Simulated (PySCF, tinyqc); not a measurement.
Inside a calculation. Method: RHF in the 3-21g basis, for H2, spin multiplicity 1. The lowest restricted solution is unstable here: a spin-polarised one lies 0.0003 hartree lower (PySCF). One step of it, computed by the program tinyqc.

Task: Iteration 1: diagonalisation and new density. Diagonalise F' = X^T F X, C = X C', fill 1 alpha and 1 beta electrons from the bottom; D = 2 C_occ C_occ^T. Each column has its largest component positive (the first on a tie).

Fock matrix F (hartree):
```
,1H 1s,1H 2s,2H 1s,2H 2s
1H 1s,0.279461,-0.365289,-0.309544,-0.343463
1H 2s,-0.365289,-0.249933,-0.343463,-0.320626
2H 1s,-0.309544,-0.343463,0.279461,-0.365289
2H 2s,-0.343463,-0.320626,-0.365289,-0.249933
```

X:
```
,1H 1s,1H 2s,2H 1s,2H 2s
1H 1s,1.240000,-0.484251,0.022080,0.022924
1H 2s,-0.484251,1.483751,0.022924,-0.477833
2H 1s,0.022080,0.022924,1.240000,-0.484251
2H 2s,0.022924,-0.477833,-0.484251,1.483751
```

Give: F' = X^T F X; orbital energies; coefficients C; D after iteration 1.

Result:

F' = X^T F X (hartree):
```
,1,2,3,4
1,0.7874,-0.6301,-0.1314,-0.1382
2,-0.6301,0.2705,-0.1382,-0.1964
3,-0.1314,-0.1382,0.7874,-0.6301
4,-0.1382,-0.1964,-0.6301,0.2705
```

orbital energies (hartree): MO1 -0.4566, MO2 0.1516, MO3 1.1866, MO4 1.2342

coefficients C:
```
,MO1,MO2,MO3,MO4
1H 1s,0.2387,0.1629,0.9197,-0.9186
1H 2s,0.3999,0.9741,-0.6726,1.0505
2H 1s,0.2387,-0.1629,0.9197,0.9186
2H 2s,0.3999,-0.9741,-0.6726,-1.0505
```

D after iteration 1:
```
,1H 1s,1H 2s,2H 1s,2H 2s
1H 1s,0.1140,0.1909,0.1140,0.1909
1H 2s,0.1909,0.3198,0.1909,0.3198
2H 1s,0.1140,0.1909,0.1140,0.1909
2H 2s,0.1909,0.3198,0.1909,0.3198
```
